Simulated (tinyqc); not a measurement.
From results back to parameters: one-oscillator model of a band gap. Four cases, with inputs chosen for the exercise.

Problem. A gap follows E(T) = E0 - s1 t1/(exp(t1/T) - 1) with the zero-point term ZP = s1 t1/2, which scales as M^(-1/2). The shift of E0 on going from M to M + dM and the limiting slope at high T are given.

Case 1.

Values chosen (out of a larger set: near those of GaAs; not measured data): M = 72.41 u (mean atomic mass); dM = -3.59 u (change of the mean mass (not bounded by the natural isotopes)).

shift of E0 = -1.156824 meV
limiting slope s1 = 0.447 meV/K

Case 2.

Values chosen (out of a larger set: near those of GaP; not measured data): M = 50.24 u (mean atomic mass); dM = -3.34 u (change of the mean mass (not bounded by the natural isotopes)).

shift of E0 = -2.755883 meV
limiting slope s1 = 0.450 meV/K

Case 3.

Values chosen (out of a larger set: near those of InAs; not measured data): M = 94.97 u (mean atomic mass); dM = -5.16 u (change of the mean mass (not bounded by the natural isotopes)).

shift of E0 = -0.429183 meV
limiting slope s1 = 0.259 meV/K

Case 4.

Values chosen (out of a larger set: near those of InAs; not measured data): M = 94.87 u (mean atomic mass); dM = -1.78 u (change of the mean mass (not bounded by the natural isotopes)).

shift of E0 = -0.171234 meV
limiting slope s1 = 0.279 meV/K

Find: sqrt(M/(M + dM)); ZP; t1.

Solution. The shift is ZP (1 - sqrt(M/(M + dM))); then t1 = 2 ZP/s1.

Case 1.

sqrt(M/(M + dM)) = 1.025751
ZP = 44.92 meV
t1 = 201 K

Case 2.

sqrt(M/(M + dM)) = 1.034995
ZP = 78.75 meV
t1 = 350 K

Case 3.

sqrt(M/(M + dM)) = 1.028326
ZP = 15.15 meV
t1 = 117 K

Case 4.

sqrt(M/(M + dM)) = 1.009515
ZP = 18.00 meV
t1 = 129 K

Computed by tinyqc, one run a case: `OMP_NUM_THREADS=1 python tinyqc.py N N+1 out.jsonl` with N = 1880736, 1880737, 1880785, 1880786; one thread of a shared Intel(R) Xeon(R) Processor @ 2.30GHz, about 0.01 s a run at most.
